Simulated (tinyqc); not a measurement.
From a target to a composition: model-solid line-up of a strained alloy layer on a substrate.

Problem. A layer of the alloy is strained to the substrate, and its gap (Ec minus the top valence edge) is given. Find x between 0.03 and 0.78, where the gap is monotonic.

All values of the alloy are linear in x but the gap, Eg(x) = (1 - x) Eg_A + x Eg_B - C x (1 - x), and the valence edge, Ev(x) = (1 - x) Ev_A + x Ev_B + fv C x (1 - x); Ec = Ev + Eg. Ev is the top of the unstrained valence band on a scale common to all materials. In the layer only the Gamma valley of the conduction band is followed, also where an X or L valley would lie lower.

Coherent growth on a (111) face: e_par = (a_s - a)/a, e_perp = -(2 C11 + 4 C12 - 4 C44)/(C11 + 2 C12 + 4 C44) e_par; exx = eyy = ezz = (2 e_par + e_perp)/3 and exy = eyz = ezx = (e_perp - e_par)/3.

Strained edges: Ec + ac tr(e); the valence edges are Ev plus the levels of the 6 x 6 matrix of X, Y, Z times spin with -Dso/3 + l exx + m (eyy + ezz) on the diagonal (cyclic), n exy off it, l = av + 2 b, m = av - b, n = sqrt(3) d. Spin-orbit term (Dso/3) L.sigma on X, Y, Z with (L_k)_ij = -i epsilon_kij: <X+|H|Y+> = -i Dso/3, <X+|H|Z-> = Dso/3, <Y+|H|Z-> = -i Dso/3, <Z+|H|X-> = -Dso/3, <Z+|H|Y-> = i Dso/3, <X-|H|Y-> = i Dso/3, and their conjugates; + and - are the spin along z.

Inputs chosen for the exercise (A near GaAs, B near GaP, substrate near GaAs; the results hold for these values, not for the real material):

| symbol | value | unit | meaning |
|---|---|---|---|
| a | (5.661, 5.451) | angstrom | lattice constant of A, B |
| Eg | (1.497, 2.914) | eV | gap at Gamma to the s-like level of A, B |
| Dso | (0.342, 0.079) | eV | spin-orbit splitting of A, B |
| Ev | (-0.8, -1.28) | eV | top of the unstrained valence band of A, B |
| ac | (-7.1, -8.18) | eV | conduction deformation potential of A, B |
| av | (1.17, 1.68) | eV | valence hydrostatic potential of A, B |
| b | (-1.98, -1.61) | eV | tetragonal shear potential of A, B |
| d | (-4.85, -4.6) | eV | trigonal shear potential of A, B |
| C11 | (121.4, 139.1) | GPa | of A, B |
| C12 | (56.3, 62.2) | GPa | of A, B |
| C44 | (60, 70.1) | GPa | of A, B |
| C | 0.206 | eV | bowing of the gap |
| fv | 0 |  | share of the bowing taken by the valence edge |
| a_s | 5.661 | angstrom | substrate |
| face | 111 |  | growth face |

strained gap = 1.725336 eV

Find: x; e_par; gap of the relaxed alloy.

Solution. Bisect on x; the strained gap is 1.5147 eV at x = 0.03 and 1.9319 eV at x = 0.78.

x = 0.400
e_par = 1.506 %
gap of the relaxed alloy = 2.014 eV

Run: tinyqc, `OMP_NUM_THREADS=1 python tinyqc.py 1050636 1050637 out.jsonl`; Intel(R) Xeon(R) Processor @ 2.30GHz, one thread, shared host; about 0.02 s of CPU time with all checks.
